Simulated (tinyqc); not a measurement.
AlGaN/GaN HEMT with access regions, lumped model: one step of the calculation.

A polarisation-induced electron sheet under a Schottky gate, in series with two ungated access regions and contacts. Drift law v = mu E/(1 + mu E/vs) under the gate. Currents in mA/mm, resistances in ohm mm. No self-heating, no channel-length modulation; fits for polarisation, barrier and offset are chosen for the exercise.

Problem. Polarisation charge, threshold and sheet resistance. sigma = (5e13 x + 1.6e13 x^2) cm^-2, phiB = 0.84 + 1.3 x, dEc = 0.7 (1.71 x + x^2) in volts, Cb = eps0 eps_r/d, VT = phiB - dEc - q sigma/Cb, access density n0 = -Cb VT/q. Rsh = 1/(q mu n0); largest access current q n0 vs.

Parameters, values chosen for the exercise; values close to those of AlGaN/GaN structures: aluminium share of the barrier x = 0.33; barrier thickness d = 15 nm; relative permittivity of barrier and channel eps_r = 9.2; channel mobility mu = 1800 cm^2/(V s); saturation velocity vs = 1e7 cm/s.

Constants: q = 1.602176634e-19 C, eps0 = 8.8541878128e-14 F/cm where lengths are in cm. Results are converted to the units shown.

Wanted: sigma; Cb; VT; n0; Rsh; q n0 vs.

Solution.

sigma = 1.824e13 cm^-2
Cb = 0.5431 uF/cm^2
VT = -4.584 V
n0 = 1.554e13 cm^-2
Rsh = 223.2 ohm
q n0 vs = 2490 mA/mm

tinyqc, about 0.02 s, one thread, Intel Xeon 2.30GHz (shared host): `OMP_NUM_THREADS=1 python tinyqc.py 2570019 2570020 out.jsonl`
